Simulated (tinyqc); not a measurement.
# Threshold of a short bulk MOSFET: charge sharing, barrier lowering, narrow width: what changes with what

n-channel device on a p-type body, depletion approximation, full ionisation. Uniform doping N = Na. Vbi from Boltzmann statistics is rough for the degenerate source. Cox = eps0 eox/tox.

Inputs (values chosen for the exercise); band and dielectric values close to those of silicon:
```
symbol,value,unit,meaning
T,300,K,temperature
Eg,1.14,eV,band gap
eps_r,11.9,,relative permittivity
Nc,2.84e19,cm^-3,conduction-band density of states at T
Nv,2.61e19,cm^-3,valence-band density of states at T
eox,21.7,,relative permittivity of the gate insulator (close to hafnium oxide)
tox,13,nm,insulator thickness
Na,2.5e17,cm^-3,channel doping
Nsd,1e20,cm^-3,source and drain doping
Vfb,-0.86,V,flat-band voltage for the doping Na
xj,12,nm,junction depth
Vbs,-0.5,V,body-source voltage
Vds,0.05,V,drain-source voltage
W,460,nm,gate width
xw,1.5708,,shape factor of the fringing depletion at the width edges
L,190,nm,channel length
```

Constants: q = 1.602176634e-19 C, kB = 1.380649e-23 J/K, Vt = kB T/q, eps0 = 8.8541878128e-14 F/cm where lengths are in cm. Results are converted to the units shown.

Each table varies one quantity; the others keep the values above.

## Threshold roll-off against channel length

ni = sqrt(Nc Nv) exp(-Eg/(2 Vt)), Eg in volts; 2 pB = 2 Vt ln(N/ni); flat band Vfb - Vt ln(N/Na); Wd = sqrt(2 eps0 eps_r (2 pB - Vbs)/(q N)); body term q N Wd/Cox; long-channel VT0 = flat band + 2 pB + body term; Vbi = Vt ln(N Nsd/ni^2); scale length l = sqrt((eps_r/eox) tox Wd). Charge sharing (trapezoid; it ignores Vds): F = (xj/L)(sqrt(1 + 2 Wd/xj) - 1), lowering = body term times F. Barrier lowering: th = exp(-L/(2 l)) + 2 exp(-L/l), lowering = th [2 (Vbi - 2 pB) + Vds], DIBL = th. Narrow width: rise = body term times xw Wd/W. VT by each model = VT0 - lowering + rise. DIBL under 0.001 mV/V is printed as 0.

The same in every row: N (cm^-3) = 2.5000e17; VT0 (V) = 0.26986.

Threshold roll-off against channel length:
```
L (nm)	L/l	F	DIBL (mV/V)	VT, charge sharing (V)	VT, barrier lowering (V)
79	3.1953	0.44208	284.29	0.23517	0.23562
110	4.4491	0.31749	131.49	0.26413	0.29059
160	6.4714	0.21828	42.426	0.28718	0.32264
240	9.7071	0.14552	7.9223	0.30409	0.33505
340	13.752	0.10272	1.0345	0.31403	0.33753
490	19.819	0.071274	0.049713	0.32134	0.33789
710	28.717	0.049189	0	0.32647	0.33790
1000	40.446	0.034924	0	0.32979	0.33790
1500	60.669	0.023283	0	0.33249	0.33790
```

VT by barrier lowering rises from 0.236 to 0.338 V and VT by charge sharing rises from 0.235 to 0.332 V. DIBL is under 100 mV/V from L = 160 nm on among the rows (th = 0.1 at L/l = 4.92). For L = 79 DIBL exceeds 250 mV/V, where the barrier formula is rough.

## Effect of the junction depth

Same model as above.

The same in every row: N (cm^-3) = 2.5000e17; VT0 (V) = 0.26986; L/l = 7.6848; DIBL (mV/V) = 22.362; VT, barrier lowering (V) = 0.32986.

Effect of the junction depth:
```
xj (nm)	F	VT, charge sharing (V)
5	0.13003	0.30769
8.5	0.16113	0.30046
14	0.19452	0.29270
24	0.23419	0.28348
41	0.27547	0.27389
70	0.31588	0.26450
120	0.35277	0.25593
200	0.38198	0.24914
```

Read the table: what changes, and by how much?

As xj goes from 5 to 200, VT0 stays at 0.270 V, DIBL stays at 22.4 mV/V, F rises from 0.130 to 0.382 and VT by barrier lowering stays at 0.330 V. The junction depth enters only the charge-sharing model.

Numbers from tinyqc (`OMP_NUM_THREADS=1 python tinyqc.py 2002105 2002106 out.jsonl`; about 0.01 s on one thread of a shared Intel Xeon 2.30GHz).
